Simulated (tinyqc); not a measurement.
# MOS inversion layer, Poisson-Schroedinger loop: effect of the sheet density of electrons

Electrons confined at an insulator interface at z = 0, treated as a hard wall; parabolic valleys, Hartree approximation, no image or exchange terms. The depletion charge lies far deeper than the electrons and gives a uniform field q Nd/(eps0 eps_r); the gate balances all charge. Energies are counted from the band edge at the interface.

Schroedinger equation -(C/mz) psi'' + (V0 + U + dE for set B) psi = E psi, C = hbar^2/(2 m0), psi(0) = 0, on a uniform mesh of 800 nodes with a far wall at 19 nm, 8 levels a set; V0 = q Nd z/(eps0 eps_r); dU/dz = q (Ns - integral of n from 0 to z)/(eps0 eps_r), U(0) = 0; N_k = g md m0 q Vt/(pi hbar^2) ln(1 + exp((EF - E_k)/Vt)), g the number of valleys of the set, sum N_k = Ns. Triangular well: E_k = a_k (C F^2/mz)^(1/3), a_1 = 2.338107, a_2 = 4.087949, C = hbar^2/(2 m0), F in eV/nm. Fang-Howard (all electrons in the lowest level of set A): b^3 = 6 (mz1/C) q (Nd + 11 Ns/32)/(eps0 eps_r), centroid 3/b, level C b^2/(4 mz1) + (3/b) q (Nd + 11 Ns/16)/(eps0 eps_r). The centroid adds 3.9 z_av/eps_r to an oxide-equivalent thickness.

Inputs (values chosen for the exercise); masses and permittivity close to those of silicon (100): temperature T = 300 K; relative permittivity eps_r = 11.7; mass along z of valley set A (2 valley(s)) mz1 = 0.928 m0; in-plane density-of-states mass of set A md1 = 0.191 m0; mass along z of valley set B (4 valley(s)) mz2 = 0.189 m0; in-plane density-of-states mass of set B md2 = 0.412 m0; sheet density of depletion charge Nd = 3e12 cm^-2; extra shift of set B (strain) dE = 0.04 eV.

Constants: q = 1.602176634e-19 C, kB = 1.380649e-23 J/K, hbar = 1.054571817e-34 J s, m0 = 9.1093837015e-31 kg, Vt = kB T/q, eps0 = 8.8541878128e-14 F/cm where lengths are in cm, hbar^2/(2 m0) = 0.0380998212 eV nm^2. Results are converted to the units shown.

Effect of the sheet density of electrons:

| Ns (cm^-2) | A1 (meV) | B1 (meV) | EF (meV) | share of A1 (%) | share of set A (%) | centroid z_av (nm) | added oxide equivalent (nm) | Fang-Howard centroid (nm) |
|---|---|---|---|---|---|---|---|---|
| 1e11 | 106 | 219 | 7.37 | 90.2 | 95.1 | 1.60 | 0.534 | 1.58 |
| 2.1e11 | 108 | 222 | 28.8 | 90.3 | 95.1 | 1.59 | 0.531 | 1.57 |
| 4.5e11 | 112 | 227 | 53.4 | 90.3 | 95.1 | 1.58 | 0.526 | 1.56 |
| 9.7e11 | 121 | 237 | 83.5 | 90.5 | 95.2 | 1.55 | 0.515 | 1.53 |
| 2.1e12 | 139 | 260 | 125 | 90.7 | 95.4 | 1.49 | 0.496 | 1.48 |
| 4.4e12 | 173 | 302 | 186 | 90.8 | 95.5 | 1.39 | 0.465 | 1.38 |
| 9.4e12 | 238 | 383 | 288 | 90.2 | 95.2 | 1.26 | 0.422 | 1.24 |
| 2e13 | 355 | 531 | 464 | 87.0 | 93.5 | 1.13 | 0.375 | 1.07 |

As Ns goes from 1e11 to 2e13, A1 rises from 106 to 355 meV, the share of A1 goes from 90.2 through a maximum of 90.8 (at Ns = 4.4e12 among the rows listed) to 87.0 % and the centroid falls from 1.60 to 1.13 nm. A1 goes as Ns^(0.53) between the last two rows (a triangular well in the field of that charge alone gives 2/3). EF lies more than 2 meV above A1 for Ns = 4.4e12, 9.4e12, 2e13. The Fang-Howard centroid is 1.4 % below the full one in the first row, where A1 holds 90.2 %, and 5.4 % below it in the last, where A1 holds 87.0 %.

Numbers from tinyqc (`OMP_NUM_THREADS=1 python tinyqc.py 2160103 2160104 out.jsonl`; about 0.8 s on one thread of a shared Intel Xeon 2.30GHz).
